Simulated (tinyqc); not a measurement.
Born-von Karman spring model of a cubic crystal with one atom per cell: one step, computed by the program tinyqc.

First neighbours lie at a/2 (1,1,0) (12 of them), second at a (1,0,0) (6), with all permutations and signs; the volume per atom is Omega = a^3/4. Two shells of springs match a real metal only roughly, above all at the zone boundary.

Problem. Elastic constants from long waves. [ij,kl] = (1/(2 Omega)) sum_R K_ij R_k R_l; C11 = [xx,xx], C44 = [xx,yy], C12 = 2 [xy,xy] - C44; B = (C11 + 2 C12)/3; Zener ratio A = 2 C44/(C11 - C12). K(R) = kL n n^T + kT (1 - n n^T).

Inputs (values chosen for the exercise, modelled on copper):
```
quantity                 value           unit
lattice constant a        3.61       angstrom
radial spring k1L         1.82  eV/angstrom^2
transverse spring k1T   -0.082  eV/angstrom^2
radial spring k2L         0.02  eV/angstrom^2
transverse spring k2T  -0.0082  eV/angstrom^2
```

Lattice: fcc.

Constants: 1 eV/angstrom^3 = 160.2176634 GPa.

Give: C11; C12; C44; bulk modulus B; Zener ratio A.

Solution.

C11 = 157.82 GPa

C12 = 100.43 GPa

C44 = 68.401 GPa

bulk modulus B = 119.56 GPa

Zener ratio A = 2.3835

C12 - C44 = 32.03 GPa: the Cauchy relation fails because sum_R kT R^2 is not zero; a negative sum gives a positive Cauchy pressure.
